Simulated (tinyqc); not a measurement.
# Small-signal admittance of a forward-biased p+-n diode: two studies

Holes injected into a neutral base of width wb with an ohmic contact at its end; low injection, p0 far above the equilibrium density. A small voltage v exp(i w t), w = 2 pi f, modulates the edge density by p0 v/Vt, and the small-signal density obeys Dp d2p/dx2 = (1/tau + i w) p.

Parameters, values chosen for the exercise; permittivity close to that of silicon:

| symbol | value | unit | meaning |
|---|---|---|---|
| T | 275 | K | temperature |
| eps_r | 11.7 |  | relative permittivity |
| Nd | 7.8e16 | cm^-3 | donor density of the base |
| Dp | 8.5 | cm^2/s | hole diffusion coefficient |
| tau | 3e-9 | s | hole lifetime |
| wb | 2.9 | um | width of the neutral base |
| p0 | 2e14 | cm^-3 | excess hole density at the junction edge |
| Na | 1e19 | cm^-3 | acceptor density of the p+ side |
| Rs | 0.00034 | ohm cm^2 | series resistance |
| f | 7.4e6 | Hz | signal frequency |

Constants: q = 1.602176634e-19 C, kB = 1.380649e-23 J/K, Vt = kB T/q, eps0 = 8.8541878128e-14 F/cm where lengths are in cm. Results are converted to the units shown.

Each table varies one quantity; the others keep the values above.

## Admittance against frequency

L = sqrt(Dp tau); direct current J = (q Dp p0/L) coth(wb/L); k = sqrt(1 + i w tau)/L; diffusion admittance Y = (q Dp p0/Vt) k coth(k wb) = G + i w C_diff; junction capacitance C_j = sqrt(q eps0 eps_r Nd/(2 Vr)) in the depletion approximation, with the remaining barrier Vr = Vt ln(Na/p0), a rough value under forward bias; base-width modulation is left out. Measured admittance 1/[Rs + 1/(Y + i w C_j)].

The same in every row: C_j (uF/cm^2) = 0.15889.

Admittance against frequency:
```
f (Hz)	w tau	G (S/cm^2)	C_diff (uF/cm^2)	measured G (S/cm^2)	measured C (uF/cm^2)	phase of the measured Y (degrees)
2e5	0.0037699	75.888	0.091936	73.979	0.23837	0.23199
7e5	0.013195	75.889	0.091936	73.980	0.23837	0.81189
3e6	0.056549	75.902	0.091927	73.999	0.23835	3.4745
1e7	0.18850	76.041	0.091833	74.203	0.23824	11.405
5e7	0.94248	79.551	0.089479	79.366	0.23530	42.966
2e8	3.7699	111.85	0.069389	132.55	0.21000	63.331
9e8	16.965	215.88	0.035994	498.73	0.15077	59.674
4e9	75.398	444.87	0.017467	1999.7	0.049037	31.646
2e10	376.99	989.49	0.0078532	2866.4	0.0031736	7.9210
```

G starts at J/Vt = 75.9 S/cm^2 and C_diff at (J tau/(2 Vt))(1 - 2 x/sinh 2x) = 0.0919 uF/cm^2, x = wb/L = 1.82. Between the last two rows G goes as f^(0.50) and C_diff as f^(-0.50); the limits are 1/2 and -1/2, reached when the signal penetrates only sqrt(Dp/w). The measured C is 5.0 % below C_diff + C_j in the first row and 98 % below it in the last, the difference being due to Rs.

## Effect of the width of the neutral base

Same model as above.

The same in every row: w tau = 0.1395; C_j (uF/cm^2) = 0.1589.

Result of one run:
```
wb (um)	G (S/cm^2)	C_diff (uF/cm^2)	measured G (S/cm^2)	measured C (uF/cm^2)	phase of the measured Y (degrees)
0.31	375.4	0.01390	332.9	0.1359	1.087
```

What becomes of these results when the width of the neutral base wb is changed from 0.31 to 2.4 um, all else the same?

Result of the changed run:
```
wb (um)	G (S/cm^2)	C_diff (uF/cm^2)	measured G (S/cm^2)	measured C (uF/cm^2)	phase of the measured Y (degrees)
2.4	79.53	0.08362	77.48	0.2299	7.855
```

The whole series:
```
wb (um)	G (S/cm^2)	C_diff (uF/cm^2)	measured G (S/cm^2)	measured C (uF/cm^2)	phase of the measured Y (degrees)
0.08	1438	0.003605	965.8	0.07330	0.2022
0.16	720.7	0.007202	578.9	0.1071	0.4930
0.31	375.4	0.01390	332.9	0.1359	1.087
0.62	194.6	0.02740	182.5	0.1639	2.390
1.2	113.2	0.05032	109.0	0.1940	4.730
2.4	79.53	0.08362	77.48	0.2299	7.855
4.8	72.48	0.1051	70.78	0.2515	9.379
9.6	72.15	0.1077	70.47	0.2540	9.512
```

As wb goes from 0.08 to 9.6, G falls from 1440 to 72.1 S/cm^2, C_diff rises from 0.00360 to 0.108 uF/cm^2 and the measured C rises from 0.0733 to 0.254 uF/cm^2. C_diff stays below C_j.

tinyqc, about 0.01 s, one thread, Intel Xeon 2.30GHz (shared host): `OMP_NUM_THREADS=1 python tinyqc.py 2890226 2890227 out.jsonl`
